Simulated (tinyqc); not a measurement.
Chip with leakage that grows with temperature, electro-thermal loop and runaway: one step of the calculation.

One temperature T for the device, T = T0 + Rth P(T), with P(T) = Pd + Pl (T/300 K)^2 exp[(q Ea/kB)(1/(300 K) - 1/T)]. The loop gain is Rth dP/dT; a solution is thermally stable when it is below one.

Problem. Temperature by substitution. P(T) = Pd + Pl (T/300 K)^2 exp[(q Ea/kB)(1/(300 K) - 1/T)]; T(new) = T0 + Rth P(T).

Inputs (values chosen for the exercise):
- T0 = 340 K (ambient temperature)
- Pd = 2.2 W (temperature-independent switching power)
- Pl = 0.00124 W (leakage power at 300 K)
- Ea = 0.61 eV (activation energy of the leakage)
- Rth = 20 K/W (thermal resistance)

Constants: q = 1.602176634e-19 C, kB = 1.380649e-23 J/K. Results are converted to the units shown.

T at the start = 340 K

Find: P; T after iteration 1.

Solution.

P = 2.226 W
T after iteration 1 = 384.5 K

Program tinyqc, `OMP_NUM_THREADS=1 python tinyqc.py 2520036 2520037 out.jsonl`; Intel Xeon 2.30GHz, shared host, one thread, about 0.01 s.
